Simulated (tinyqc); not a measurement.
From results back to parameters: bond-orbital model of a tetrahedral semiconductor (Harrison's universal couplings). Three cases, with inputs chosen for the exercise.

Problem. In the bond-orbital model the bond-antibond splitting is 2 sqrt(V2^2 + V3^2), Z* = 4 ap - (Z - 4) with ap = V3/sqrt(V2^2 + V3^2), and V2 = 3.22 x 2c/d^2, c = hbar^2/2m0. The values below come from a hidden bond length and V3.

Constants: hbar^2/2m0 = 3.80998211 eV angstrom^2.

Case 1.

Values chosen (out of a larger set: near tabulated values for SiC; the model gives trends, and its gaps can be far from the real ones; not measured data): Z = 4 (valence electrons of the anion).

splitting = 14.41420 eV
Z* = 1.07463 e

Case 2.

Values chosen (out of a larger set: near tabulated values for SiC; the model gives trends, and its gaps can be far from the real ones; not measured data): Z = 4 (valence electrons of the anion).

splitting = 14.49006 eV
Z* = 0.99655 e

Case 3.

Values chosen (out of a larger set: near tabulated values for InP; the model gives trends, and its gaps can be far from the real ones; not measured data): Z = 5 (valence electrons of the anion).

splitting = 9.20897 eV
Z* = 1.29233 e

Find: V2, V3; d.

Solution. ap = (Z* + Z - 4)/4; V3 = ap times half the splitting, V2 = sqrt(1 - ap^2) times it, and d = sqrt(6.44 c/V2).

Case 1.

V2, V3 (eV): 6.942  1.936

d = 1.880 angstrom

Case 2.

V2, V3 (eV): 7.017  1.805

d = 1.870 angstrom

Case 3.

V2, V3 (eV): 3.773  2.639

d = 2.550 angstrom

Computed by tinyqc, one run a case: `OMP_NUM_THREADS=1 python tinyqc.py N N+1 out.jsonl` with N = 1481384, 1481395, 1481509; one thread of a shared Intel(R) Xeon(R) Processor @ 2.30GHz, about 0.01 s a run at most.
